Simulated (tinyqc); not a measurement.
From one set of inputs to another, one input at a time: Keating valence-force model of a tetrahedral crystal. Computed by tinyqc, a small Python program. Command: `OMP_NUM_THREADS=1 python tinyqc.py 3020615 3020616 out.jsonl keating ladder`. One thread of a shared host (Intel(R) Xeon(R) Processor @ 2.30GHz), about 0.05 s of CPU time with the checks.

Atom A sits at 0 and atom B at a/4 (1,1,1) of an fcc lattice; the four bonds from A are t = a/4 (1,1,1), a/4 (1,-1,-1), a/4 (-1,1,-1), a/4 (-1,-1,1), of length d = sqrt(3) a/4. Energy: E = (3 alpha/(8 d^2)) sum over bonds (r.r - d^2)^2 + (3 beta/(8 d^2)) sum over pairs of bonds at one atom (r_i.r_j + d^2/3)^2, with beta_A for the six pairs at A and beta_B for the six at B. The cell holds two atoms, Omega = a^3/4. 1 N/m = 1 J/m^2. With constants fitted to the elastic moduli this model puts optical and zone-boundary frequencies of real crystals too high, by up to about 20 % in elemental crystals and up to about 50 % in compounds, and mostly by more for TA modes; in compounds the lattice part of the static dielectric constant then comes out too low.

The inputs printed are set A. Set A is modelled on cubic gallium nitride; the values taken over come from a set modelled on gallium phosphide. Inputs not listed in the table keep their values of set A, so the rows need not describe a real material.

Inputs (values chosen for the exercise, modelled on cubic gallium nitride):

| quantity | value | unit |
|---|---|---|
| lattice constant a | 4.52 | angstrom |
| mass M_A | 69.72 | u |
| mass M_B | 14.007 | u |
| bond stretching alpha | 81.4 | N/m |
| bond bending beta_A | 16.3 | N/m |
| bond bending beta_B | 11.7 | N/m |
| Born charge Z* | 2.63 | e |
| eps_inf | 5.44 | - |

Structure: zinc blende.

Constants: nu for 1 eV/(angstrom^2 u) = 15.6333042 THz; 1 eV/angstrom^2 = 16.02176634 J/m^2; 1 THz = 33.35640952 1/cm; e^2/(4 pi eps_0) = 14.39964548 eV angstrom.

Method:
- beta = (beta_A + beta_B)/2; C11 = (alpha + 3 beta)/a, C12 = (alpha - beta)/a, C44 = 4 alpha beta/(a (alpha + beta)); with the two sublattices clamped C44(0) = (alpha + beta)/a; internal-strain parameter zeta = (alpha - beta)/(alpha + beta); B = (C11 + 2 C12)/3.
- beta = (beta_A + beta_B)/2; mu = M_A M_B/(M_A + M_B); lambda = 4 (alpha + beta)/mu with the springs in eV/angstrom^2; nu = 15.6333042 THz x sqrt(lambda).
- The long-range field adds 4 pi Z*^2 (e^2/(4 pi eps_0))/(eps_inf Omega mu) to lambda for the longitudinal mode at q -> 0; lambda = (nu/15.6333042 THz)^2; eps_0 = eps_inf (nu_LO/nu_TO)^2 (Lyddane-Sachs-Teller; here eps_0 is the static dielectric constant).

Each row keeps all changes above it:

| input moved | from | to | C11 (GPa) | nu_TO at G (THz) | static dielectric constant |
|---|---|---|---|---|---|
| set A | - | - | 273.01 | 22.340 | 7.716 |
| mass M_B (u) | 14.007 | 30.97 | 273.01 | 16.476 | 7.716 |
| lattice constant a (angstrom) | 4.52 | 5.451 | 226.38 | 16.476 | 6.738 |
| bond bending beta_A (N/m) | 16.3 | 10.3 | 209.87 | 16.215 | 6.780 |
| Born charge Z* (e) | 2.63 | 2.08 | 209.87 | 16.215 | 6.278 |
| eps_inf | 5.44 | 9.32 | 209.87 | 16.215 | 10.158 |
| bond stretching alpha (N/m) | 81.4 | 46.2 | 145.29 | 12.758 | 10.674 |

C11 goes from 273 to 145, a factor 0.532 in all. The largest single move comes from bond stretching alpha (a factor 0.692). nu_TO at G goes from 22.3 to 12.8, a factor 0.571 in all. The largest single move comes from mass M_B (a factor 0.738). Static dielectric constant goes from 7.72 to 10.7, a factor 1.38 in all. The largest single move comes from eps_inf (a factor 1.62), and lattice constant a works against it (a factor 0.873). The single moves hold for this order of the switches; the total does not depend on the order.

Extremes, crossings and ranges named in words are read from the listed rows.
